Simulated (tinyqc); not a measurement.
AlGaN/GaN HEMT with access regions, lumped model: one step of the calculation.

A polarisation-induced electron sheet under a Schottky gate, in series with two ungated access regions and contacts. Drift law v = mu E/(1 + mu E/vs) under the gate. Currents in mA/mm, resistances in ohm mm. No self-heating, no channel-length modulation; fits for polarisation, barrier and offset are chosen for the exercise.

Task. On-resistance and breakdown. sigma = (5e13 x + 1.6e13 x^2) cm^-2, phiB = 0.84 + 1.3 x, dEc = 0.7 (1.71 x + x^2) in volts, Cb = eps0 eps_r/d, VT = phiB - dEc - q sigma/Cb, access density n0 = -Cb VT/q. Ron = 2 Rc + Ls/(q mu n0) + Ld/(q mu (1 - ft) n0) + Lg/(mu Cb (Vg - VT)). Off state: a depleted stretch that holds the voltage V has the peak field sqrt(k V), k = 2 q n0/(eps0 eps_r te), so one edge holds V1 = Ec^2/k. The sheet under the plate pinches off at Vf = q n0 (1/Cb + tf/(eps0 ei)); beyond it the gate edge is screened. BV = V1 if Vf >= V1, else Vf + V1, and at most Ec Ld. Specific resistance Ron (Ls + Lg + Ld); figure of merit BV^2 over it.

Inputs (values chosen for the exercise); values close to those of AlGaN/GaN structures:
- x = 0.19 (aluminium share of the barrier)
- d = 20 nm (barrier thickness)
- eps_r = 9.3 (relative permittivity of barrier and channel)
- mu = 1400 cm^2/(V s) (channel mobility)
- vs = 1.4e7 cm/s (saturation velocity)
- Lg = 0.15 um (gate length)
- Ls = 2 um (source access length)
- Ld = 12 um (drain access length)
- Rc = 0.26 ohm mm (resistance of each contact)
- ft = 0 (share of the drain-access electrons removed by traps)
- Vg = 0.5 V (gate voltage)
- Ec = 3.1 MV/cm (critical field)
- te = 0.27 um (depth over which the depleted charge spreads)
- tf = 500 nm (insulator under the field plate)
- ei = 3.9 (relative permittivity of that insulator)

Constants: q = 1.602176634e-19 C, eps0 = 8.8541878128e-14 F/cm where lengths are in cm. Results are converted to the units shown.

Give: Ron; Vf; V1; BV; specific resistance; figure of merit.

Result.

Ron = 8.460 ohm mm
Vf = 187.1 V
V1 = 84.04 V
BV = 84.04 V
specific resistance = 1.197 mohm cm^2
figure of merit = 5.901 MW/cm^2

The plate pinches off too late to screen the gate edge, so it adds nothing.

Program tinyqc, `OMP_NUM_THREADS=1 python tinyqc.py 2570005 2570006 out.jsonl`; Intel Xeon 2.30GHz, shared host, one thread, about 0.01 s.
